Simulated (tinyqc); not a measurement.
sp3s* tight binding with spin-orbit coupling, step by step. Values are carried at full precision from step to step, so a last printed digit may differ when a step is redone from the rounded ones.

sp3s* tight binding, nearest neighbours only: anion (a) at 0, cation (c) at a/4 (1,1,1), orbitals s, px, py, pz, s* on each; k in units of 2 pi/a. With phases e_j = exp(i (pi/2) k.n_j) for n = (1,1,1), (1,-1,-1), (-1,1,-1), (-1,-1,1): g0 = (e1+e2+e3+e4)/4, g1 = (e1+e2-e3-e4)/4, g2 = (e1-e2+e3-e4)/4, g3 = (e1-e2-e3+e4)/4. The diagonal holds the levels Esa, Epa, Exa (s*) and Esc, Epc, Exc. Anion-cation block: <sa|sc> = Vss g0; <sa|xc> = Vsapc g1; <xa|sc> = -Vscpa g1; <xa|xc> = Vxx g0; <xa|yc> = <ya|xc> = Vxy g3, <xa|zc> = <za|xc> = Vxy g2, <ya|zc> = <za|yc> = Vxy g1; <s*a|xc> = Vxapc g1; <xa|s*c> = -Vpaxc g1; y and z take g2 and g3 in place of g1; s-s* and s*-s* vanish.

Constants: hbar^2/2m0 = 3.80998211 eV angstrom^2.

Values chosen for the exercise (near a published set for Si, fitted to gaps, whose masses and valley positions are rough; spin-orbit coupling, where it is added without a refit, lifts the valence top and shrinks all gaps by about a third of the splitting; the results hold for these values, not for the real material): k = (0.36, 0.36, 0.36) 2 pi/a (wave vector); Esa = -4.206 eV (s level of the anion); Epa = 1.717 eV (p level of the anion); Esc = -4.206 eV (s level of the cation); Epc = 1.717 eV (p level of the cation); Exa = 6.665 eV (s* level of the anion); Exc = 6.665 eV (s* level of the cation); Vss = -8.293 eV (s-s); Vxx = 1.713 eV (px-px); Vxy = 4.563 eV (px-py); Vsapc = 5.738 eV (s anion, p cation); Vscpa = 5.738 eV (s cation, p anion); Vxapc = 5.39 eV (s* anion, p cation); Vpaxc = 5.39 eV (p anion, s* cation); Da = 0.043 eV (atomic spin-orbit splitting, anion); Dc = 0.043 eV (the same, cation); a = 5.427 angstrom (lattice constant).

## Phase sums

Form g0 to g3 at this k.

g0, g1, g2, g3: 0.60191-0.15384i  -0.24242+0.38199i  -0.24242+0.38199i  -0.24242+0.38199i

## The Hamiltonian without spin-orbit coupling

Fill in the 10 x 10 matrix.

H(k) (eV):
```
,sa,xa,ya,za,s*a,sc,xc,yc,zc,s*c
sa,-4.2060,0,0,0,0,-4.9917+1.2758i,-1.3910+2.1918i,-1.3910+2.1918i,-1.3910+2.1918i,0
xa,0,1.7170,0,0,0,1.3910-2.1918i,1.0311-0.2635i,-1.1061+1.7430i,-1.1061+1.7430i,1.3066-2.0589i
ya,0,0,1.7170,0,0,1.3910-2.1918i,-1.1061+1.7430i,1.0311-0.2635i,-1.1061+1.7430i,1.3066-2.0589i
za,0,0,0,1.7170,0,1.3910-2.1918i,-1.1061+1.7430i,-1.1061+1.7430i,1.0311-0.2635i,1.3066-2.0589i
s*a,0,0,0,0,6.6650,0,-1.3066+2.0589i,-1.3066+2.0589i,-1.3066+2.0589i,0
sc,-4.9917-1.2758i,1.3910+2.1918i,1.3910+2.1918i,1.3910+2.1918i,0,-4.2060,0,0,0,0
xc,-1.3910-2.1918i,1.0311+0.2635i,-1.1061-1.7430i,-1.1061-1.7430i,-1.3066-2.0589i,0,1.7170,0,0,0
yc,-1.3910-2.1918i,-1.1061-1.7430i,1.0311+0.2635i,-1.1061-1.7430i,-1.3066-2.0589i,0,0,1.7170,0,0
zc,-1.3910-2.1918i,-1.1061-1.7430i,-1.1061-1.7430i,1.0311+0.2635i,-1.3066-2.0589i,0,0,0,1.7170,0
s*c,0,1.3066+2.0589i,1.3066+2.0589i,1.3066+2.0589i,0,0,0,0,0,6.6650
```

## Levels at this k

Diagonalise H, which belongs to k = (0.36, 0.36, 0.36) (2 pi/a). Four bands are filled (two electrons each); give the make-up of band 5, the lowest empty one.

levels (eV): -10.8038  -5.8410  -1.2145  -1.2145  2.1441  3.3122  4.6485  4.6485  8.8558  10.6846

weights of band 5: s 0.247, p 0.402, s* 0.351

weight of band 5 on atom a = 0.500

The vertical gap at this k is 3.3587 eV; band 5 is mostly p-like.

## Levels at Gamma

Spin-orbit coupling acts within the p shell of each atom as (D/3) L.sigma, D = Da or Dc: it puts four states at Ep + D/3 and two at Ep - 2D/3.

At k = 0 only g0 = 1 is left and H falls into 2 x 2 blocks [[E_a, V], [V, E_c]] with roots (E_a + E_c)/2 -/+ sqrt(((E_a - E_c)/2)^2 + V^2); the s* levels stay uncoupled. The direct gap runs from the highest lower root of the p blocks to the lowest upper root.

Blocks at Gamma (eV):
```
block,E_a,E_c,V,lower root,upper root
s (Gamma6),-4.2060,-4.2060,-8.2930,-12.4990,4.0870
p 3/2 (Gamma8),1.7313,1.7313,1.7130,0.0183,3.4443
p 1/2 (Gamma7),1.6883,1.6883,1.7130,-0.0247,3.4013
```

direct gap at Gamma = 3.3830 eV

The lowest empty level at Gamma is p-like. The split-off band lies 0.0430 eV below the top, equal to the atomic value.

## Bands near the gap

Diagonalise at L = (1/2,1/2,1/2), X = (1,0,0), W = (1,1/2,0), K = (3/4,3/4,0) and at the fractions named between them; energies from the top of the valence band at Gamma; the matrix is 20 x 20 and 8 levels are filled.

Levels (eV):
```
k,level 3,level 5,level 7,level 8,level 9,level 10,level 11
L,-7.106,-1.454,-1.425,-1.425,2.468,2.468,2.470
L-G 0.5,-3.933,-0.844,-0.815,-0.815,2.352,2.352,3.962
G,-0.043,0.000,0.000,0.000,3.383,3.383,3.426
G-X 0.2,-0.973,-0.466,-0.445,-0.445,2.814,2.814,3.843
G-X 0.4,-2.868,-1.327,-1.314,-1.314,1.871,1.871,4.004
G-X 0.6,-4.866,-2.131,-2.124,-2.124,1.258,1.258,3.273
G-X 0.7,-5.813,-2.443,-2.438,-2.438,1.145,1.145,2.829
G-X 0.8,-6.704,-2.675,-2.671,-2.671,1.171,1.171,2.380
G-X 0.9,-7.536,-2.817,-2.815,-2.815,1.328,1.328,1.959
X,-8.308,-2.864,-2.864,-2.864,1.598,1.598,1.598
W,-8.303,-2.872,-2.857,-2.857,1.594,1.594,1.603
K,-7.830,-3.077,-2.447,-2.447,1.580,1.580,1.753
K-G 0.5,-4.605,-1.999,-0.894,-0.894,2.206,2.206,3.324
```

On these points the lowest empty level is lowest at G-X 0.7, 1.145 eV above the top.

## Valleys and masses

The lowest conduction level (mean of the pair) at Gamma, at its minimum on (x,0,0) for x from 0.5 to 1, and at the point L (L, and X where the search ends there, need not be minima in this model; a zero or negative inverse mass shows it). Inverse masses m0/m = (E(+h) + E(-h) - 2 E)/(2 c q^2) with c = hbar^2/2m0, q = h 2 pi/a, h = 0.002; longitudinal along the valley axis ([100] at Gamma and Delta, [111] at L), transverse along [010] or [1-10]. A dash: the next level lies within 0.15 eV, so a single mass has no use there.

Valleys:
```
valley,x (2 pi/a),E - Ev (eV),m0/m_l,m0/m_t
Gamma,0.0000,3.3830,-,-
Delta,0.7310,1.1387,1.35,0.61
L,0.5000,2.4685,-,-
```

Of these three the lowest is the Delta line, which makes the gap indirect, 1.1387 eV. At Delta m0/m_t is 0.61. This nearest-neighbour model is fitted to gaps: it places the Delta minimum and the masses at Delta and L only roughly (transverse masses can be several times too heavy), and since its bands are flat from X to W the transverse mass grows too heavy towards X; d orbitals or second neighbours cure this.

## Checks

- Direct gap at Gamma from the blocks against the full matrix: both 3.38300.

Program tinyqc; command `OMP_NUM_THREADS=1 python tinyqc.py 1451412 1451413 out.jsonl`; about 0.1 s on one thread of a shared Intel(R) Xeon(R) Processor @ 2.30GHz.
